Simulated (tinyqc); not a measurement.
Precursor delivery by bubblers, mass-transport growth and the solid composition of a III-V alloy: one step, computed by the program tinyqc.

1 sccm = 44.615 micromol/min; 1 torr = 133.322 Pa. The sources decompose fully at the surface.

Task: Mass transport. Mean velocity u = (F_t/A)(760/p)(T/273); D = D0 (T/273)^1.75 (760/p); boundary layer delta = sqrt(pi D z/u); flux = D dp/(delta k_B T); growth rate = flux x a^3/4.

Inputs (values chosen for the exercise, modelled on trimethylgallium (source 1) and trimethylindium (source 2) for the vapour pressures):
```
quantity                           value      unit
total flow F_t                       5.7       slm
reactor pressure p                    76      torr
growth temperature T                1030         K
diffusivity at 273 K and 760 torr    0.4    cm^2/s
flow cross-section A                  67      cm^2
distance from the leading edge z      11        cm
lattice constant a                  5.55  angstrom
```

Constants: k_B = 1.380649e-23 J/K.

Give: velocity u; D; boundary layer delta; growth rate per torr of group III.

Result:

velocity u = 53.50 cm/s

D = 40.85 cm^2/s

boundary layer delta = 5.137 cm

growth rate per torr of group III = 114.7 micrometre/(h torr)

Caution: the boundary layer is a quarter or more of the root of the cross-section, so it fills much of the channel and depletion along the flow matters.
